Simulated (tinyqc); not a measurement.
Inversion-layer mobility, back-scattering and ballistic limit of a field-effect transistor: one step, computed by the program tinyqc. Command: `OMP_NUM_THREADS=1 python tinyqc.py 3007151 3007152 out.jsonl mos walk`. One thread of a shared host (Intel(R) Xeon(R) Processor @ 2.30GHz), about 0.01 s of CPU time with the checks.

The charge at the top of the source barrier is fixed by the gate; series resistance and short-channel effects are left out. F_j are Fermi integrals normalised to exp(eta) in the classical limit.

Problem. Effective mobility. mu_phonon = mu_ph (E_eff/1 MV/cm)^(-0.3) (T/300 K)^(-1.75); mu_rough = mu_sr (E_eff/1 MV/cm)^(-2); mu_Coulomb = mu_C (N_inv/1e12 cm^-2) (T/300 K); Matthiessen's rule adds 1/mu.

Inputs (values chosen for the exercise, modelled on a strained silicon n-channel): phonon mobility at 1 MV/cm and 300 K, mu_ph = 600 cm^2/(V s); roughness mobility at 1 MV/cm, mu_sr = 2300 cm^2/(V s); Coulomb mobility at N_inv = 1e12/cm^2, mu_C = 780 cm^2/(V s); temperature T = 300 K.

Statistics at the top of the barrier: Fermi-Dirac.

inversion density N_inv = 2.943792e+12 1/cm^2

effective field E_eff = 0.5524266 MV/cm

Give: phonon part; roughness part; Coulomb part; effective mobility mu.

Solution.

phonon part = 716.9 cm^2/(V s)

roughness part = 7537 cm^2/(V s)

Coulomb part = 2296 cm^2/(V s)

effective mobility mu = 509.4 cm^2/(V s)

The phonon part is the lowest and holds 71 % of 1/mu.
